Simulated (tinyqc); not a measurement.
Tunnelling through a two-layer gate stack, WKB transmission and Tsu-Esaki current: current against voltage.

Electrons leave the emitter at x = 0. Energies E (motion across the layers) are in eV from the emitter Fermi level; the collector Fermi level lies at -V and offers states at every E. No charge in the dielectric and no image force: F1 = V/(t1 + t2 eps1/eps2), F2 = F1 eps1/eps2; U = phi1 - F1 x in layer 1 and phi2 - F1 t1 - F2 (x - t1) in layer 2. With C = hbar^2/(2 m0), kappa = sqrt(m (U - E)/C) where U > E and 0 elsewhere; T(E) = exp(-S), S = 2 times the integral of kappa over x.

Each layer adds (2/F) sqrt(m/C) [G(u at its left edge) - G(u at its right edge)] to S, with u = U - E (0 where negative) and G(u) = (2/3) u^1.5. J = J0 times the integral of T(E) N(E) dE, N = ln[(1 + exp(-E/Vt))/(1 + exp((-E - V)/Vt))], J0 = q^2 me m0 kB T/(2 pi^2 hbar^3) (times 1e-4 for A/cm^2 per eV), from E = -Ef to far above the barrier (T = 1 there), by quadrature converged to the digits shown.

Parameters, values chosen for the exercise; layer 1 close to silicon nitride, layer 2 close to hafnium oxide:
```
symbol  value  unit                                                        meaning
T         300     K                                                    temperature
Ef       0.28    eV              Fermi energy of the emitter above its band bottom
me          1    m0                            emitter mass in the supply function
phi1     2.02    eV  barrier of layer 1 above the emitter Fermi level at zero bias
m1       0.52    m0                                     tunnelling mass of layer 1
t1        1.1    nm                                           thickness of layer 1
eps1     7.21                                     relative permittivity of layer 1
phi2     1.47    eV                                barrier of layer 2 at zero bias
m2       0.19    m0                                     tunnelling mass of layer 2
t2        3.5    nm                                           thickness of layer 2
eps2       23                                     relative permittivity of layer 2
```

Constants: q = 1.602176634e-19 C, kB = 1.380649e-23 J/K, hbar = 1.054571817e-34 J s, m0 = 9.1093837015e-31 kg, Vt = kB T/q, hbar^2/(2 m0) = 0.0380998212 eV nm^2. Results are converted to the units shown.

Results:

| V (V) | S at E = 0 | T(E = 0) | J (A/cm^2) | mean E of the current (eV) |
|---|---|---|---|---|
| 0.2 | 29.37 | 1.765e-13 | 2.581e-5 | -0.1165 |
| 0.49 | 27.60 | 1.034e-12 | 1.476e-4 | -0.1174 |
| 0.77 | 25.72 | 6.770e-12 | 8.802e-4 | -0.1113 |
| 1.06 | 23.51 | 6.158e-11 | 0.007025 | -0.1018 |
| 1.35 | 20.82 | 9.073e-10 | 0.08482 | -0.08132 |
| 1.64 | 16.94 | 4.417e-8 | 2.932 | -0.05068 |
| 2.21 | 11.85 | 7.112e-6 | 757.6 | -0.09601 |
| 2.5 | 10.36 | 3.152e-5 | 4360 | -0.1136 |

Estimate the missing row, V = 1.92 V.

Computed row:

| V (V) | S at E = 0 | T(E = 0) | J (A/cm^2) | mean E of the current (eV) |
|---|---|---|---|---|
| 1.92 | 13.99 | 8.426e-7 | 69.55 | -0.07475 |

With this row back in the table: J rises from 2.58e-5 to 4360 A/cm^2, by 2.61 decades a volt between the first two rows and 2.62 between the last two. From V = 1.64 V on (among the rows) a band edge falls below the emitter Fermi level, so electrons at E = 0 no longer cross the full thickness. In 2 of the 9 rows the field exceeds 10 MV/cm (up to 11.4), more than most dielectrics sustain; the model ignores breakdown.

tinyqc, about 0.04 s, one thread, Intel Xeon 2.30GHz (shared host): `OMP_NUM_THREADS=1 python tinyqc.py 2540070 2540071 out.jsonl`
